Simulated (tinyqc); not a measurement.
# Stacked nanosheet transistor, parasitic resistance, capacitance and delay: what changes with what

Ns sheets share one contact on top; each has perimeter p = 2 (Ws + ts) and cross-section A = Ws ts; contact width Wc = Ws + 10 nm, stack height Hs = Ns pv. Sheet 1 is the top one. Contact length Lc = CPP - Lg - 2 Lsp, shared by two neighbouring gates. Source and drain sides are equal. The formulas are first-order estimates, not field solutions.

Inputs (values chosen for the exercise); values close to those of silicon logic devices:
```
symbol    value        unit                                   meaning
T           300           K                               temperature
Ns            4                                      number of sheets
Ws           40          nm                               sheet width
ts            6          nm                           sheet thickness
pv           12          nm              vertical pitch of the sheets
rv          233         ohm  vertical resistance between sheet levels
CPP          45          nm                      contacted gate pitch
Lg           12          nm                               gate length
Lsp           8          nm                             spacer length
ks          4.5                   relative permittivity of the spacer
Hc           25          nm       gate height above the channel stack
rc      7.5e-10    ohm cm^2                       contact resistivity
re      0.00032      ohm cm   resistivity of the source-drain epitaxy
te           20          nm     current-carrying depth of the epitaxy
rx       0.0017      ohm cm              resistivity of the extension
Lov         0.5          nm                              gate overlap
Cinv        2.7     uF/cm^2                     inversion capacitance
vx        1.2e7        cm/s                        injection velocity
mu          150  cm^2/(V s)                         apparent mobility
VT         0.26           V           threshold at zero drain voltage
dl        0.053         V/V                          barrier lowering
n          1.29                                   subthreshold factor
Cw         0.09          fF                                 wire load
Vdd         0.6           V                            supply voltage
```

Constants: q = 1.602176634e-19 C, kB = 1.380649e-23 J/K, eps0 = 8.8541878128e-12 F/m, Vt = kB T/q. Results are converted to the units shown.

Each table varies one quantity; the others keep the values above.

## Effect of the contacted gate pitch

Epitaxy sheet resistance Rsh = re/te, transfer length LT = sqrt(rc/Rsh), contact Rc = [sqrt(rc Rsh)/Wc] coth(Lc/(2 LT)); extension of one sheet Rx = rx Lsp/A. With N sheets: gate Cg = Cinv p N Lg; per side, plate Cp = ks eps0 [Wc (Hs + Hc) - N A]/Lsp, top fringe Cf = (2/pi) ks eps0 Wc ln(1 + Lg/(2 Lsp)), overlap Co = Cinv p N Lov. One sheet: I = p Q vx u/(1 + |u|^1.8)^(1/1.8), Q = Cinv n Vt ln(1 + exp((Vg' - VT + dl Vd')/(n Vt))), u = Vd' mu/(vx Lg), Vg' = Vgs - v, Vd' = Vds - 2 v, with the drop on each side v_j = Rc sum I + rv (sum over levels k = 2..j of the current of sheets k..Ns) + Rx I_j. Ieff = [I(Vgs = Vdd, Vds = Vdd/2) + I(Vdd/2, Vdd)]/2, total currents. With Cs = Cp + Cf + Co, the load of an inverter of two such devices driving an equal one is CL = 2 (Cg + 2 Cs) + 4 Cs + Cw (own drains counted twice for the Miller effect); delay CL Vdd/(2 Ieff).

The same in every row: Rx/N (ohm) = 141.7; CL (aF) = 481.1.

Effect of the contacted gate pitch:

| CPP (nm) | Rc (ohm) | Ieff (uA) | delay (ps) |
|---|---|---|---|
| 36 | 379.3 | 106.0 | 1.361 |
| 42 | 221.7 | 123.1 | 1.172 |
| 48 | 160.5 | 131.1 | 1.101 |
| 54 | 128.9 | 135.6 | 1.064 |
| 60 | 110.2 | 138.4 | 1.042 |
| 66 | 98.24 | 140.3 | 1.029 |
| 72 | 90.18 | 141.5 | 1.020 |
| 78 | 84.56 | 142.4 | 1.013 |

What does the table show?

As CPP goes from 36 to 78 nm, Ieff rises from 106 to 142 uA, CL stays at 481 aF and the delay falls from 1.36 to 1.01 ps. Only the contact length changes, so the capacitance stays and the pitch acts through Rc.

## Effect of the relative permittivity of the spacer

Same model as above.

The same in every row: Rc (ohm) = 185.4; Rx/N (ohm) = 141.7; Ieff (uA) = 127.8.

Results:

| ks | CL (aF) | delay (ps) |
|---|---|---|
| 1 | 393.3 | 0.9235 |
| 2 | 418.4 | 0.9824 |
| 4 | 468.5 | 1.100 |
| 5.5 | 506.1 | 1.189 |
| 7 | 543.8 | 1.277 |

Estimate the missing row, ks = 3.

Computed row:

| ks | CL (aF) | delay (ps) |
|---|---|---|
| 3 | 443.4 | 1.041 |

With this row back in the table: As ks goes from 1 to 7, Ieff stays at 128 uA, CL rises from 393 to 544 aF and the delay rises from 0.924 to 1.28 ps.

## Effect of the number of sheets

Same model as above.

The same in every row: Rc (ohm) = 185.4.

Effect of the number of sheets:

| Ns | Rx/N (ohm) | Ieff (uA) | CL (aF) | delay (ps) |
|---|---|---|---|---|
| 1 | 566.7 | 46.81 | 229.4 | 1.470 |
| 2 | 283.3 | 85.10 | 313.3 | 1.104 |
| 3 | 188.9 | 111.8 | 397.2 | 1.066 |
| 4 | 141.7 | 127.8 | 481.1 | 1.130 |
| 5 | 113.3 | 136.6 | 565.0 | 1.240 |
| 6 | 94.44 | 141.6 | 648.9 | 1.375 |

What does the comparison show?

As Ns goes from 1 to 6, Ieff rises from 46.8 to 142 uA, CL rises from 229 to 649 aF and the delay goes from 1.47 through a minimum of 1.07 (at Ns = 3 among the rows listed) to 1.37 ps. From the first row to the last Ieff grows by a factor of 3.03 and CL by 2.83; the first step changes the delay by -25 %, the last by 11 %.

Program tinyqc, `OMP_NUM_THREADS=1 python tinyqc.py 2170167 2170168 out.jsonl`; Intel Xeon 2.30GHz, shared host, one thread, about 0.1 s.
